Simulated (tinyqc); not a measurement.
Gas flow in a process chamber: flow regimes, conductance, effective pumping speed, pump-down, outgassing and purge: one step, computed by the program tinyqc. Command: `OMP_NUM_THREADS=1 python tinyqc.py 3121236 3121237 out.jsonl pump walk`. One thread of a shared host (Intel(R) Xeon(R) Processor @ 2.30GHz), about 0.09 s of CPU time with the checks.

Ideal gas, isothermal flow, a pump of constant speed at the end of a round pipe; process gas, volume gas and outgassing are given the same properties. 1 sccm = 101325 Pa x 1e-6 m^3/60 s x T/273.15 K.

Problem. Molecular flow. Mean speed c = sqrt(8 k_B T/(pi m)); aperture conductance C_a = c pi d^2/16; molecular pipe C_m = C_a/(1 + 3 l/(4 d)) (Dushman form); viscous pipe C_v = pi d^4 p_mean/(128 eta l); Knudsen interpolation C = C_v + C_m (1 + x)/(1 + 1.24 x), x = d p_mean sqrt(m/(k_B T))/eta. Effective speed 1/S_eff = 1/S + 1/C_m; time constant V/S_eff; pressure at which the free path k_B T/(sqrt2 pi d_m^2 p) equals d.

Inputs (values chosen for the exercise, modelled on water vapour near room temperature):
```
quantity            value   unit
molar mass M        18.02  g/mol
molecular diameter   0.46     nm
temperature T         350      K
chamber volume V      8.6      L
pipe diameter d       2.5     cm
pipe length l          54     cm
pump speed S           10    L/s
```

Constants: k_B = 1.380649e-23 J/K; u = 1.6605390666e-27 kg.

Give: mean speed c; C_a; C_m; S_eff in molecular flow; time constant; pressure where the free path equals d.

Solution.

mean speed c = 641.3 m/s

C_a = 78.70 L/s

C_m = 4.575 L/s

S_eff in molecular flow = 3.139 L/s

time constant = 2.740 s

pressure where the free path equals d = 0.2056 Pa

The pipe passes on 31 % of the pump speed.
